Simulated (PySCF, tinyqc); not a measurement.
Inside a calculation. Method: RKS/BP86 in the sto-6g basis, for H4, spin multiplicity 1. The lowest restricted solution is unstable here: a spin-polarised one lies 0.0361 hartree lower (PySCF). One step of it, computed by the program tinyqc.

Question. Iteration 2 (converged): orbitals. Diagonalise F' = X^T F X, C = X C', fill 2 alpha and 2 beta electrons from the bottom; D = 2 C_occ C_occ^T. Each column has its largest component positive (the first on a tie).

Kohn-Sham matrix F (hartree), lower triangle:
```
,1H 1s,2H 1s,3H 1s,4H 1s
1H 1s,-0.194005
2H 1s,-0.231373,-0.194005
3H 1s,-0.244936,-0.147443,-0.194005
4H 1s,-0.147443,-0.244936,-0.231373,-0.194005
```

X:
```
,1,2,3,4
1H 1s,0.786838,0.571007,0.548372,0.353723
2H 1s,-0.786838,0.571007,-0.548372,0.353723
3H 1s,-0.786838,-0.571007,0.548372,0.353723
4H 1s,0.786838,-0.571007,-0.548372,0.353723
```

Give: F' = X^T F X; orbital energies; coefficients C; D after iteration 2.

Answer.

F' = X^T F X (hartree), lower triangle:
```
,1,2,3,4
1,0.3340
2,0.0000,-0.0430
3,0.0000,0.0000,-0.0723
4,0.0000,0.0000,0.0000,-0.4093
```

orbital energies (hartree): MO1 -0.4093, MO2 -0.0723, MO3 -0.0430, MO4 0.3340

coefficients C:
```
,MO1,MO2,MO3,MO4
1H 1s,0.3537,0.5484,0.5710,0.7868
2H 1s,0.3537,-0.5484,0.5710,-0.7868
3H 1s,0.3537,0.5484,-0.5710,-0.7868
4H 1s,0.3537,-0.5484,-0.5710,0.7868
```

D after iteration 2, lower triangle:
```
,1H 1s,2H 1s,3H 1s,4H 1s
1H 1s,0.8517
2H 1s,-0.3512,0.8517
3H 1s,0.8517,-0.3512,0.8517
4H 1s,-0.3512,0.8517,-0.3512,0.8517
```
